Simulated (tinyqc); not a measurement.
Inside a calculation. Model: time-dependent dielectric breakdown: cell percolation, Weibull statistics, area scaling and voltage extrapolation. Computed by tinyqc, a small Python program that keeps every step. Command: `OMP_NUM_THREADS=1 python tinyqc.py 3023539 3023540 out.jsonl tddb walk`. One thread of a shared host (Intel(R) Xeon(R) Processor @ 2.30GHz), about 0.01 s of CPU time with the checks. Intermediate numbers are printed to about 6 digits and carried at full precision; extremes and crossings named in words are read from the listed rows.

The oxide is divided into columns of area a^2, each holding m = t_ox/a cells (m is taken as continuous). A share lambda(t) = (t/t_1)^alpha of the cells is defective, and a column whose cells are all defective breaks down.

Inputs (values chosen for the exercise, for a model gate oxide):
```
quantity                                                   value  unit
oxide thickness t_ox                                         1.5    nm
defect cell size a                                           1.3    nm
exponent alpha of defect growth                              0.9     -
time t_1 at which the occupied share would reach 1       1.2e+07     s
test area A                                                  0.3  um^2
product area A_u                                           1e+07  um^2
stress voltage V                                            2.39     V
use voltage V_u                                              1.2     V
local exponent n = -d ln t/d ln V at the stress voltage       35     -
activation energy E_a                                       0.85    eV
stress temperature T                                         105     C
use temperature T_u                                           85     C
allowed failure fraction F                                 1e-06     -
```

Voltage law used: E.

Constants: k_B = 8.617333262e-05 eV/K.

## Weibull parameters from the cell model

Failure fraction F = 1 - (1 - lambda^m)^N with N = A/a^2 columns, which for small lambda^m is 1 - exp(-(t/t63)^beta) with beta = alpha m and t63 = t_1 N^(-1/beta); critical share lambda(t63) = N^(-1/m). 1 um^2 = 1e6 nm^2.

cells per column m = 1.15385

columns N = 177515

Weibull slope beta = 1.03846

characteristic life t63 = 105.770 s

critical share of defective cells = 2.82269e-05

Times between F = 10 % and 90 % span a factor 19.5: the smaller beta = alpha m, the wider the scatter. Caution: t_1 is an input here; in a real oxide it changes with thickness at fixed voltage.

## A sample of breakdown times

uniform random numbers u: 0.9332  0.4713  0.1102  0.2993  0.4184  0.8919  0.9815  0.4557  0.3760  0.0342

Each device fails at t = t63 (-ln(1 - u))^(1/beta). Sort the times; median rank F_i = (i - 0.3)/(n_s + 0.4) for n_s devices; W = ln(-ln(1 - F_i)).

Weibull plot:
```
i     t (s)       F_i     ln t         W
1     4.168  0.067308  1.42746  -2.66384
2    13.372  0.163462  2.59316  -1.72326
3    39.088  0.259615  3.66582  -1.20202
4    51.290  0.355769  3.93749  -0.82167
5    58.640  0.451923  4.07141  -0.50860
6    65.531  0.548077  4.18252  -0.23037
7    68.545  0.644231  4.22749   0.03292
8   228.440  0.740385  5.43127   0.29903
9   275.859  0.836538  5.61989   0.59398
10  400.937  0.932692  5.99380   0.99269
```

## Fitting the sample

W = ln(-ln(1 - F_i)) with the median ranks F_i. Least squares in W: W = beta ln t - beta ln t63. Maximum likelihood: solve sum t^b ln t/sum t^b - 1/b = mean of ln t for b, then t63 = (mean of t^b)^(1/b).

slope by least squares = 0.787054

t63 by least squares = 119.066 s

slope by maximum likelihood = 0.903168

t63 by maximum likelihood = 114.712 s

The true values are beta = 1.038 and t63 = 106 s. With 10 devices the standard error of the maximum-likelihood slope is about 0.78 beta/sqrt(n_s) = 0.26; the fits miss by -0.25 and -0.14, and t63 by +13 and +8 %.

## Projection to use conditions

All three voltage laws share the slope n at the stress voltage. Factor t(V_u)/t(V): E law exp(n (1 - V_u/V)); 1/E law exp(n (V/V_u - 1)); power law (V/V_u)^n. Temperatures in kelvin are T(C) + 273.15. Temperature factor exp[(E_a/k_B)(1/T_u - 1/T)]; area factor (A/A_u)^(1/beta); percentile factor (-ln(1 - F))^(1/beta); life = t63 x all four; 1 year = 3.15576e7 s.

voltage factor = 3.70129e+07

temperature factor = 4.29144

area factor = 5.69831e-08

percentile factor = 1.66810e-06

projected life = 5.06039e-11 years

Area and percentile together cost 13.0 decades, voltage and temperature return 8.2; a ten-year target is missed.

## Three voltage laws

Life = t63 x voltage, temperature, area and percentile factors, the last three as above.

Log10 of the life in years:
```
V_u/V  V_u (V)     E law   1/E law  power law
1.00    2.3900  -17.8642  -17.8642   -17.8642
0.95    2.2705  -17.1042  -17.0642   -17.0845
0.90    2.1510  -16.3441  -16.1752   -16.2627
0.80    1.9120  -14.8241  -14.0641   -14.4723
0.70    1.6730  -13.3041  -11.3498   -12.4426
0.60    1.4340  -11.7840   -7.7306   -10.0995
0.50    1.1950  -10.2640   -2.6639    -7.3281
0.40    0.9560   -8.7440    4.9363    -3.9363
```

At V_u/V = 0.9 the laws differ by 0.17 decades at most, and at 0.5 by 7.6. The E law is the most cautious and the 1/E law the most hopeful. Caution: the rows at low voltage extrapolate over many decades and cannot be tested.

Checks made by the program: Weibull form against the exact column count at t63 (relative difference 2e-06).
